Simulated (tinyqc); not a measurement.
Inside a calculation: charge neutrality level from zone-averaged pseudopotential bands. Values are carried at full precision from step to step, so a last printed digit may differ when a step is redone from the rounded ones.

Empirical pseudopotential on the fcc lattice, atoms at +/- tau, tau = a (1,1,1)/8, no spin-orbit coupling. H(G,G') = c (2 pi/a)^2 |k + G|^2 delta + VS(q) cos(q.tau) + i VA(q) sin(q.tau), q = G - G', c = hbar^2/2m0; k and G in units of 2 pi/a; VS at |q|^2 = 3, 8, 11 and VA at 3, 4, 11, in rydberg, zero elsewhere. At each k the basis holds all G with |k + G|^2 up to 16; energies are counted from the fourth level at Gamma.

Mesh: k = sum_i (n_i + 1/2)/N b_i, n_i = 0 ... N - 1, b = (-1,1,1), (1,-1,1), (1,1,-1); points with the same sorted |kx|, |ky|, |kz| after folding to the shortest k + G are joined, with their count as weight. Neutrality (branch-point) level: E_N = (1/2) mean over k of [E5 + (E3 + E4)/2], E_n the n-th level from below.

Constants: hbar^2/2m0 = 3.80998211 eV angstrom^2; Ry = 13.60569312 eV.

Inputs chosen for the exercise (classic local form factors of the size used for GaAs, without spin-orbit coupling; the results hold for these values, not for the real material):
```
symbol  value                  unit      meaning
a       5.642                  angstrom  lattice constant
VS      (-0.226, 0.01, 0.06)   Ry        symmetric form factors
VA      (0.069, 0.051, 0.009)  Ry        antisymmetric form factors
mesh    3                                points along each reciprocal vector
```

## Levels on the mesh

Diagonalise at each joined point.

Levels (eV):
```
kx          ky      kz  weight       E3       E4      E5      E6
0.1667  0.1667  0.1667       2  -0.2952  -0.2952  2.4430  4.9116
0.5000  0.1667  0.1667       6  -1.5848  -1.3202  2.9535  4.6229
0.5000  0.5000  0.1667       6  -2.5047  -0.9804  3.0826  4.8946
0.5000  0.5000  0.5000       1  -0.9260  -0.9260  1.6178  4.8680
0.8333  0.1667  0.1667       6  -2.9150  -2.0323  2.1029  3.6508
0.8333  0.5000  0.1667       6  -3.3033  -2.1364  4.1900  4.4279
```

## Gaps

Level 5 at Gamma, at the lowest of (f,0,0) with f = 0.8, 0.85, 0.9, 1, and at (1/2,1/2,1/2).

gaps to Gamma, Delta/X, L (eV): 1.4354  1.6107  1.6178

## The neutrality level

Energies are counted from the valence top at Gamma. E_N = (1/2) weighted mean of [E5 + (E3 + E4)/2]. Compare with half the smallest indirect gap, min(Delta/X, L)/2, and give the barrier for electrons in the limit of full pinning, min(gaps) - E_N.

mean of E5 = 2.9806 eV
mean of (E3 + E4)/2 = -1.9203 eV
E_N = 0.5302 eV
half the indirect gap = 0.8054 eV
pinned barrier for electrons = 0.9052 eV

E_N lies at 37 % of the gap from the valence top, so pinned contacts have the lower barrier for holes. The two estimates differ by 0.28 eV; both rules are good to a few tenths of an eV only, so a position within that distance of a band edge or of mid-gap is not settled. Local form factors place the indirect gaps only to a few tenths of an eV, and E_N moves with them. Spin-orbit coupling, left out, would lift the valence top by a third of its splitting.

## Checks

- Sum of the weights against N^3: both 27.

Run: tinyqc, `OMP_NUM_THREADS=1 python tinyqc.py 1881118 1881119 out.jsonl`; Intel(R) Xeon(R) Processor @ 2.30GHz, one thread, shared host; about 0.08 s of CPU time with all checks.
